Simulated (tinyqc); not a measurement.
Modes across the composition range: two-mode optical phonons of a ternary alloy from two coupled oscillators. Computed by tinyqc, a small Python program. Command: `OMP_NUM_THREADS=1 python tinyqc.py 3020475 3020476 out.jsonl twomode walk`. One thread of a shared host (Intel(R) Xeon(R) Processor @ 2.30GHz), about 0.01 s of CPU time with the checks.

An alloy A(x)B(1-x)C has an A-C and a B-C bond oscillator. Each TO frequency moves linearly from the impurity mode (dilute end) to the TO of the pure crystal; each strength is proportional to the number of bonds.

Inputs (values chosen for the exercise, for a model alloy):

| quantity | value | unit |
|---|---|---|
| omega_TO of pure AC | 482 | 1/cm |
| omega_LO of pure AC | 554 | 1/cm |
| omega_TO of pure BC | 368 | 1/cm |
| omega_LO of pure BC | 418 | 1/cm |
| eps_inf of AC | 10.5 | - |
| eps_inf of BC | 11.8 | - |
| impurity mode of A in BC | 488 | 1/cm |
| impurity mode of B in AC | 368 | 1/cm |

Method:
- omega_1 = (impurity mode of A) + x (omega_TO,AC - impurity mode of A); omega_2 = (impurity mode of B) + (1 - x)(omega_TO,BC - impurity mode of B); eps_inf = x eps_AC + (1 - x) eps_BC; strengths W_1 = x eps_AC (omega_LO,AC^2 - omega_TO,AC^2), W_2 = (1 - x) eps_BC (omega_LO,BC^2 - omega_TO,BC^2).
- eps(omega) = eps_inf + W_1/(omega_1^2 - omega^2) + W_2/(omega_2^2 - omega^2) = 0 is the eigenproblem of the matrix [[omega_1^2 + W_1/eps_inf, sqrt(W_1 W_2)/eps_inf], [sqrt(W_1 W_2)/eps_inf, omega_2^2 + W_2/eps_inf]] for omega_LO^2.
- The polar coupling of mode j is c_j = (u_j . sqrt(W))^2/(eps_inf^2 omega_j^2), u_j its eigenvector and omega_j here its LO frequency; the c_j add up to 1/eps_inf - 1/eps_s. Froehlich constant alpha_j = (e^2/(4 pi eps_0)) c_j k_j/(2 E_j), E_j = h c omega_j, k_j = sqrt(m* E_j/(hbar^2/(2 m_0))).

Frequencies (1/cm):

| x | TO, A-C | TO, B-C | lower LO | upper LO | coupling share of the upper LO | eps_s |
|---|---|---|---|---|---|---|
| 0.02 | 487.88 | 368 | 416.23 | 490.03 | 0.06101 | 15.196 |
| 0.10 | 487.40 | 368 | 409.93 | 497.41 | 0.24856 | 15.082 |
| 0.20 | 486.80 | 368 | 403.25 | 505.48 | 0.41201 | 14.940 |
| 0.35 | 485.90 | 368 | 394.77 | 516.15 | 0.58629 | 14.732 |
| 0.50 | 485.00 | 368 | 387.48 | 525.76 | 0.71586 | 14.527 |
| 0.65 | 484.10 | 368 | 381.00 | 534.70 | 0.81928 | 14.326 |
| 0.80 | 483.20 | 368 | 375.13 | 543.17 | 0.90512 | 14.128 |
| 0.90 | 482.60 | 368 | 371.47 | 548.64 | 0.95497 | 13.999 |
| 0.98 | 482.12 | 368 | 368.68 | 552.94 | 0.99135 | 13.897 |

What does the comparison show, and why?

The upper LO moves from 490.0 to 552.9 and the lower from 416.2 to 368.7 per cm. At each dilute end one LO-TO pair closes onto an impurity mode. The upper LO shifts by +0.62 per cm for each per cent of x near the middle, which is how Raman spectra measure composition. Its share of the polar coupling passes one half between x = 0.2 and 0.35.
